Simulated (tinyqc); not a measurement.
RHF in the 6-31g basis, for H2, spin multiplicity 1, step by step. Computed by tinyqc, a small Python program that keeps every step (integrals from PySCF). Settings: charge = 0, multiplicity = 1, basis = 6-31g, energy threshold = 1e-09, iteration cap = 82, orthogonalisation = symmetric, start = atomic densities, DIIS depth = 8, method = RHF. Command: `OMP_NUM_THREADS=1 python tinyqc.py 23246 23247 out.jsonl` (the two numbers bound the seeds that draw the settings). One thread of a shared host (Intel(R) Xeon(R) Processor @ 2.60GHz), about 0.05 s of CPU time with the checks. Later iterations appear only in the table of the cycle.

## One-electron integrals

Geometry (angstrom):
```
atom,x,y,z
H,0.00000,0.00000,0.00000
H,0.00000,0.00000,0.70800
```

Basis 6-31g: exponents (1/bohr^2) and contraction coefficients of normalised primitives:
```
element,l (shell),exponent,coefficient
H,s (1),18.73114,0.03349
H,s (1),2.82539,0.23473
H,s (1),0.64012,0.81376
H,s (2),0.16128,1.00000
```

Overlap, kinetic and nuclear-attraction integrals over the contracted functions; the nuclear repulsion is the sum of Za Zb / Rab.

nuclear repulsion = 0.7474254 hartree

overlap S, lower triangle:
```
,1H 1s,1H 2s,2H 1s,2H 2s
1H 1s,1.00000
1H 2s,0.65829,1.00000
2H 1s,0.48438,0.52025,1.00000
2H 2s,0.52025,0.86559,0.65829,1.00000
```

kinetic energy T (hartree), lower triangle:
```
,1H 1s,1H 2s,2H 1s,2H 2s
1H 1s,1.39568
1H 2s,0.25974,0.24192
2H 1s,0.26976,0.17284,1.39568
2H 2s,0.17284,0.18925,0.25974,0.24192
```

nuclear attraction V (hartree), lower triangle:
```
,1H 1s,1H 2s,2H 1s,2H 2s
1H 1s,-2.38459
1H 2s,-1.19484,-1.17709
2H 1s,-1.12904,-0.97683,-2.38459
2H 2s,-0.97683,-1.05828,-1.19484,-1.17709
```

core Hamiltonian H = T + V (hartree), lower triangle:
```
,1H 1s,1H 2s,2H 1s,2H 2s
1H 1s,-0.98892
1H 2s,-0.93511,-0.93517
2H 1s,-0.85928,-0.80399,-0.98892
2H 2s,-0.80399,-0.86903,-0.93511,-0.93517
```

## Two-electron integrals

Functions are numbered as in S; the eight-fold symmetry (ij|kl) = (ji|kl) = (kl|ij) leaves the list below.

Two-electron integrals (ij|kl) in chemists' order, unique and non-zero (hartree):
```
i,j,k,l,(ij|kl)
1,1,1,1,1.07657
2,1,1,1,0.57847
2,1,2,1,0.32942
2,2,1,1,0.58740
2,2,2,1,0.36130
2,2,2,2,0.45315
3,1,1,1,0.43942
3,1,2,1,0.24913
3,1,2,2,0.27026
3,1,3,1,0.22794
3,2,1,1,0.36077
3,2,2,1,0.21772
3,2,2,2,0.26034
3,2,3,1,0.20544
3,2,3,2,0.20484
3,3,1,1,0.68290
3,3,2,1,0.41780
3,3,2,2,0.50456
3,3,3,1,0.43942
3,3,3,2,0.45102
3,3,3,3,1.07657
4,1,1,1,0.45102
4,1,2,1,0.25765
4,1,2,2,0.28398
4,1,3,1,0.20544
4,1,3,2,0.18283
4,1,3,3,0.36077
4,1,4,1,0.20484
4,2,1,1,0.48855
4,2,2,1,0.30200
4,2,2,2,0.38301
4,2,3,1,0.24309
4,2,3,2,0.24339
4,2,3,3,0.48855
4,2,4,1,0.24339
4,2,4,2,0.33952
4,3,1,1,0.41780
4,3,2,1,0.25638
4,3,2,2,0.31602
4,3,3,1,0.24913
4,3,3,2,0.25765
4,3,3,3,0.57847
4,3,4,1,0.21772
4,3,4,2,0.30200
4,3,4,3,0.32942
4,4,1,1,0.50456
4,4,2,1,0.31602
4,4,2,2,0.41307
4,4,3,1,0.27026
4,4,3,2,0.28398
4,4,3,3,0.58740
4,4,4,1,0.26034
4,4,4,2,0.38301
4,4,4,3,0.36130
4,4,4,4,0.45315
```

## Orthogonalisation

S = U s U^T; symmetric (Loewdin) form X = U s^(-1/2) U^T, so that X^T S X = 1.

eigenvalues of S: 0.08968  0.48112  0.56036  2.86884

X, lower triangle:
```
,1H 1s,1H 2s,2H 1s,2H 2s
1H 1s,1.30515
1H 2s,-0.50387,2.04850
2H 1s,-0.22115,0.08369,1.30515
2H 2s,0.08369,-1.10041,-0.50387,2.04850
```

## Starting guess

The start is atomic minimal-basis densities projected into this basis (PySCF's MINAO start) and scaled to the electron count of each spin; this density is not idempotent, so its energy is not variational and may lie below the converged one.

D at the start, lower triangle:
```
,1H 1s,1H 2s,2H 1s,2H 2s
1H 1s,0.27182
1H 2s,0.29680,0.32446
2H 1s,-0.00629,0.00324,0.27182
2H 2s,0.00324,0.01460,0.29680,0.32446
```

## Iteration 1: building the Fock matrix

J_ij = sum D_kl (ij|kl), K_ij = sum D_kl (ik|jl); F = H + J - 0.5 K; E = tr D H + tr D J / 2 - 0.25 tr D K + E_nn.

Coulomb J (hartree), lower triangle:
```
,1H 1s,1H 2s,2H 1s,2H 2s
1H 1s,1.43793
1H 2s,0.84706,0.99124
2H 1s,0.71692,0.68648,1.43793
2H 2s,0.68648,0.88267,0.84706,0.99124
```

exchange K (hartree), lower triangle:
```
,1H 1s,1H 2s,2H 1s,2H 2s
1H 1s,0.99980
1H 2s,0.81652,0.77345
2H 1s,0.74692,0.74724,0.99980
2H 2s,0.74724,0.74829,0.81652,0.77345
```

Fock matrix F (hartree), lower triangle:
```
,1H 1s,1H 2s,2H 1s,2H 2s
1H 1s,-0.05088
1H 2s,-0.49631,-0.33066
2H 1s,-0.51582,-0.49113,-0.05088
2H 2s,-0.49113,-0.36051,-0.49631,-0.33066
```

total energy of this density = -0.8133032 hartree

This density is the starting one; it is not idempotent, so its energy is not variational and may lie below the converged one.

## Iteration 1: diagonalisation and new density

Diagonalise F' = X^T F X, C = X C', fill 1 alpha and 1 beta electrons from the bottom; D = 2 C_occ C_occ^T. Each column has its largest component positive (the first on a tie).

F' = X^T F X (hartree), lower triangle:
```
,1,2,3,4
1,0.60714
2,-0.57726,0.27050
3,-0.49555,-0.07843,0.60714
4,-0.07843,-0.20509,-0.57726,0.27050
```

orbital energies (hartree): MO1 -0.56760, MO2 0.19995, MO3 0.74460, MO4 1.37833

coefficients C:
```
,MO1,MO2,MO3,MO4
1H 1s,0.31862,0.15833,0.75782,-1.14557
1H 2s,0.27595,1.74793,-0.67939,1.44054
2H 1s,0.31862,-0.15833,0.75782,1.14557
2H 2s,0.27595,-1.74793,-0.67939,-1.44054
```

D after iteration 1, lower triangle:
```
,1H 1s,1H 2s,2H 1s,2H 2s
1H 1s,0.20304
1H 2s,0.17585,0.15230
2H 1s,0.20304,0.17585,0.20304
2H 2s,0.17585,0.15230,0.17585,0.15230
```

## Iteration 2: building the Fock matrix

As before.

Coulomb J (hartree), lower triangle:
```
,1H 1s,1H 2s,2H 1s,2H 2s
1H 1s,1.48668
1H 2s,0.87180,1.00969
2H 1s,0.74711,0.70881,1.48668
2H 2s,0.70881,0.90080,0.87180,1.00969
```

exchange K (hartree), lower triangle:
```
,1H 1s,1H 2s,2H 1s,2H 2s
1H 1s,1.12509
1H 2s,0.91748,0.84471
2H 1s,0.93027,0.86914,1.12509
2H 2s,0.86914,0.82791,0.91748,0.84471
```

Fock matrix F (hartree), lower triangle:
```
,1H 1s,1H 2s,2H 1s,2H 2s
1H 1s,-0.06479
1H 2s,-0.52205,-0.34784
2H 1s,-0.57731,-0.52976,-0.06479
2H 2s,-0.52976,-0.38218,-0.52205,-0.34784
```

total energy of this density = -1.1257071 hartree

## Iteration 2: DIIS over 2 matrices

error matrix X^T (FDS - SDF) X:
```
,1,2,3,4
1,0.00000,-0.02089,0.00000,-0.02089
2,0.02089,0.00000,0.02089,0.00000
3,0.00000,-0.02089,0.00000,-0.02089
4,0.02089,0.00000,0.02089,0.00000
```

B (overlaps of the stored error matrices):
```
,1,2
1,6.8929237e-02,1.0381480e-02
2,1.0381480e-02,3.4923167e-03
```

Minimise |sum c_i e_i|^2 with sum c_i = 1: solve [B -1; -1 0][c; lambda] = [0; -1] with B_ij = tr e_i^T e_j, and take F = sum c_i F_i.

DIIS coefficients: -0.13336  1.13336

extrapolated F (hartree), lower triangle:
```
,1H 1s,1H 2s,2H 1s,2H 2s
1H 1s,-0.06664
1H 2s,-0.52548,-0.35013
2H 1s,-0.58551,-0.53491,-0.06664
2H 2s,-0.53491,-0.38507,-0.52548,-0.35013
```

## Iteration 2: diagonalisation and new density

As before.

F' = X^T F X (hartree), lower triangle:
```
,1,2,3,4
1,0.63688
2,-0.58425,0.27981
3,-0.56702,-0.10283,0.63688
4,-0.10283,-0.21095,-0.58425,0.27981
```

orbital energies (hartree): MO1 -0.61772, MO2 0.24823, MO3 0.75645, MO4 1.44643

coefficients C:
```
,MO1,MO2,MO3,MO4
1H 1s,0.33164,0.11450,0.75221,-1.15078
1H 2s,0.26420,1.80163,-0.68404,1.37279
2H 1s,0.33164,-0.11450,0.75221,1.15078
2H 2s,0.26420,-1.80163,-0.68404,-1.37279
```

D after iteration 2, lower triangle:
```
,1H 1s,1H 2s,2H 1s,2H 2s
1H 1s,0.21997
1H 2s,0.17524,0.13960
2H 1s,0.21997,0.17524,0.21997
2H 2s,0.17524,0.13960,0.17524,0.13960
```

## Iteration 3: building the Fock matrix

As before.

Coulomb J (hartree), lower triangle:
```
,1H 1s,1H 2s,2H 1s,2H 2s
1H 1s,1.50285
1H 2s,0.87953,1.01511
2H 1s,0.75555,0.71536,1.50285
2H 2s,0.71536,0.90589,0.87953,1.01511
```

exchange K (hartree), lower triangle:
```
,1H 1s,1H 2s,2H 1s,2H 2s
1H 1s,1.14690
1H 2s,0.92438,0.83991
2H 1s,0.94795,0.87581,1.14690
2H 2s,0.87581,0.82339,0.92438,0.83991
```

Fock matrix F (hartree), lower triangle:
```
,1H 1s,1H 2s,2H 1s,2H 2s
1H 1s,-0.05952
1H 2s,-0.51777,-0.34002
2H 1s,-0.57770,-0.52654,-0.05952
2H 2s,-0.52654,-0.37483,-0.51777,-0.34002
```

total energy of this density = -1.1264548 hartree

## Iteration 3: DIIS over 3 matrices

error matrix X^T (FDS - SDF) X:
```
,1,2,3,4
1,0.00000,-0.00081,0.00000,-0.00081
2,0.00081,0.00000,0.00081,0.00000
3,0.00000,-0.00081,0.00000,-0.00081
4,0.00081,0.00000,0.00081,0.00000
```

B (overlaps of the stored error matrices), lower triangle:
```
,1,2,3
1,6.8929237e-02
2,1.0381480e-02,3.4923167e-03
3,4.0259913e-04,1.3543384e-04,5.2521940e-06
```

As before.

DIIS coefficients: 0.00000  -0.04035  1.04035

extrapolated F (hartree), lower triangle:
```
,1H 1s,1H 2s,2H 1s,2H 2s
1H 1s,-0.05930
1H 2s,-0.51759,-0.33971
2H 1s,-0.57772,-0.52641,-0.05930
2H 2s,-0.52641,-0.37454,-0.51759,-0.33971
```

## Iteration 3: diagonalisation and new density

As before.

F' = X^T F X (hartree), lower triangle:
```
,1,2,3,4
1,0.64015
2,-0.58327,0.28452
3,-0.56375,-0.09932,0.64015
4,-0.09932,-0.20720,-0.58327,0.28452
```

orbital energies (hartree): MO1 -0.60573, MO2 0.24697, MO3 0.75945, MO4 1.44865

coefficients C:
```
,MO1,MO2,MO3,MO4
1H 1s,0.33216,0.11631,0.75198,-1.15060
1H 2s,0.26372,1.79947,-0.68422,1.37562
2H 1s,0.33216,-0.11631,0.75198,1.15060
2H 2s,0.26372,-1.79947,-0.68422,-1.37562
```

D after iteration 3, lower triangle:
```
,1H 1s,1H 2s,2H 1s,2H 2s
1H 1s,0.22066
1H 2s,0.17520,0.13910
2H 1s,0.22066,0.17520,0.22066
2H 2s,0.17520,0.13910,0.17520,0.13910
```

## Iteration 5 (converged): orbitals

converged F (hartree), lower triangle:
```
,1H 1s,1H 2s,2H 1s,2H 2s
1H 1s,-0.05930
1H 2s,-0.51759,-0.33970
2H 1s,-0.57772,-0.52641,-0.05930
2H 2s,-0.52641,-0.37453,-0.51759,-0.33970
```

As before.

F' = X^T F X (hartree), lower triangle:
```
,1,2,3,4
1,0.64015
2,-0.58327,0.28452
3,-0.56375,-0.09932,0.64015
4,-0.09932,-0.20720,-0.58327,0.28452
```

orbital energies (hartree): MO1 -0.60572, MO2 0.24697, MO3 0.75945, MO4 1.44864

coefficients C:
```
,MO1,MO2,MO3,MO4
1H 1s,0.33216,0.11631,0.75198,-1.15060
1H 2s,0.26372,1.79947,-0.68422,1.37562
2H 1s,0.33216,-0.11631,0.75198,1.15060
2H 2s,0.26372,-1.79947,-0.68422,-1.37562
```

D after iteration 5, lower triangle:
```
,1H 1s,1H 2s,2H 1s,2H 2s
1H 1s,0.22066
1H 2s,0.17520,0.13910
2H 1s,0.22066,0.17520,0.22066
2H 2s,0.17520,0.13910,0.17520,0.13910
```

## Convergence

Stop when the energy changes by less than 1e-09 hartree and every element of the error matrix X^T (F D S - S D F) X is below 9e-06.

Course of the cycle:
```
iteration,E (hartree),change,largest element of the error matrix
1,-0.8133032,-,1.31e-01
2,-1.1257071,-3.12e-01,2.09e-02
3,-1.1264548,-7.48e-04,8.10e-04
4,-1.1264559,-1.13e-06,8.25e-07
5,-1.1264559,-9.00e-13,3.96e-07
```

PySCF RHF in the same basis = -1.1264559 hartree

Converged in 5 iterations.

## Populations, bond orders and dipole

Mulliken: Z minus the diagonal of D S on the atom; Loewdin: the same with S^(1/2) D S^(1/2); Mayer order: 2 sum_s sum (D(s) S)_ij (D(s) S)_ji over the two atoms.

Charges (e):
```
atom,Mulliken,Loewdin
1H,0,0
2H,0,0
```

Mayer bond orders:
```
pair,order
2-1,1.00000
```

dipole moment about the origin, x y z (debye): 0.00000  0.00000  0.00000
